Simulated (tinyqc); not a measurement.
# Chemical vapour deposition: Grove model, boundary layer, depletion and step coverage, step by step

A worked calculation. Computed by tinyqc, a small Python program that keeps every step. Command: `OMP_NUM_THREADS=1 python tinyqc.py 3012149 3012150 out.jsonl cvd walk`. One thread of a shared host (Intel(R) Xeon(R) Processor @ 2.30GHz), about 0.01 s of CPU time with the checks. Intermediate numbers are printed to about 6 digits and carried at full precision; extremes and crossings named in words are read from the listed rows.

A precursor diffuses to the surface and reacts there at first order; each molecule that reacts adds one formula unit of film.

Inputs (values chosen for the exercise, close to those used for tungsten from its fluoride): prefactor k0 of k_s = 1.6e+06 cm/s; activation energy E = 0.772 eV; temperature T = 410 C; total pressure p = 760 torr; mole fraction of the precursor Y = 0.017; gas diffusivity D0 at 273.15 K and 760 torr = 0.28 cm^2/s; film density N = 6.3e+22 formula units/cm^3; precursor mass M = 298 u; trench width w = 0.16 um; aspect ratio of the trench = 5.2; gas velocity U = 8.2 cm/s; kinematic viscosity nu0 at 273.15 K and 760 torr = 0.22 cm^2/s; susceptor length L = 27 cm; channel height b = 4.7 cm.

Reactor: horizontal, atmospheric.

Constants: k_B = 1.380649e-23 J/K; u = 1.6605390666e-27 kg; k_B = 8.617333262e-05 eV/K.

## Gas-phase and surface constants

k_s = k0 exp(-E/(k_B T)); C_g = Y p/(k_B T), 1 torr = 133.322 Pa; D = D0 (T/273.15)^1.75 (760/p). Temperatures in kelvin are T(C) + 273.15. Mean speed c = sqrt(8 k_B T/(pi M)); reactive sticking probability beta = 4 k_s/c.

surface rate constant k_s = 3.22754 cm/s

precursor density C_g = 1.82627e+17 1/cm^3

gas diffusivity D = 1.39270 cm^2/s

mean speed c = 22031.1 cm/s

sticking probability beta = 5.85996e-04

## Boundary layer

nu = nu0 (T/273.15)^1.75 (760/p); Re = U L/nu; mean boundary layer delta = (2/3) L/sqrt(Re), at most b/2; h_g = D/delta.

Reynolds number Re = 202.327

boundary layer delta = 1.26545 cm

mass-transfer coefficient h_g = 1.10056 cm/s

## Growth rate at the inlet

Fluxes in series: C_s = C_g/(1 + k_s/h_g); growth rate G = k_s h_g/(k_s + h_g) C_g/N; 1 cm/s = 6e8 nm/min.

ratio k_s/h_g = 2.93264

C_s/C_g = 0.254282

growth rate G at the inlet = 1427.46 nm/min

Reaction and transport resist to a similar degree.

## Depletion along the susceptor

Plug flow: U b dC/dx = -k_eff C with k_eff = k_s h_g/(k_s + h_g), so C falls as exp(-k_eff x/(U b)); the used share of the precursor is 1 - C(L)/C(0).

k_eff = 0.820707 cm/s

depletion length = 46.9595 cm

rate at the outlet over rate at the inlet = 0.562726

rate at the outlet = 803.268 nm/min

43.7 % of the precursor is used.

## Reaction control against transport control

The formulas are those given above.

Rates:
```
T (C)   k_s (cm/s)  h_g (cm/s)  G (nm/min)  reaction limit (nm/min)  transport limit (nm/min)
210    1.41685e-02     0.81280       34.25              3.48444e+01                   1998.91
260    8.06367e-02     0.88594      164.72              1.79711e+02                   1974.46
310    3.40594e-01     0.95823      512.00              6.93982e+02                   1952.46
360    1.14582e+00     1.02975     1017.79              2.15031e+03                   1932.48
410    3.22754e+00     1.10056     1427.46              5.61368e+03                   1914.21
460    7.89371e+00     1.17073     1652.32              1.27932e+04                   1897.38
510    1.72225e+01     1.24030     1755.38              2.61301e+04                   1881.80
560    3.42170e+01     1.30932     1798.48              4.87990e+04                   1867.30
610    6.28970e+01     1.37782     1814.00              8.46227e+04                   1853.74
```

The apparent activation energy of G is 0.70 eV between the first rows and 0.01 eV between the last, against E = 0.772 eV. k_s passes h_g between 310 and 360 C, where control shifts from the surface to the gas. In the reaction limit the slope is E - k_B T, because C_g falls as 1/T; any further lowering comes from transport.

## Step coverage in a trench

In a long trench of width w and depth l = aspect ratio x w: Knudsen diffusivity D_K = (2w) c/3 (hydraulic diameter 2w), combined as 1/D_e = 1/D_K + 1/D; D_e d2C/dz2 = 2 k_s C/w with D_e dC/dz = -k_s C at the floor. With m = sqrt(2 k_s/(w D_e)): C(floor)/C(top) = 1/[cosh(m l) + (k_s/(D_e m)) sinh(m l)].

Knudsen diffusivity D_K = 0.234999 cm^2/s

effective diffusivity D_e = 0.201071 cm^2/s

modulus m l = 0.117853

step coverage = 0.991777

Gas collisions matter in the trench as well as wall collisions. Coverage is nearly conformal. Caution: the hydraulic-diameter form of D_K is rough for a slit.

Checks made by the program: step coverage against a numerical boundary-value solution (relative difference below 1e-10).
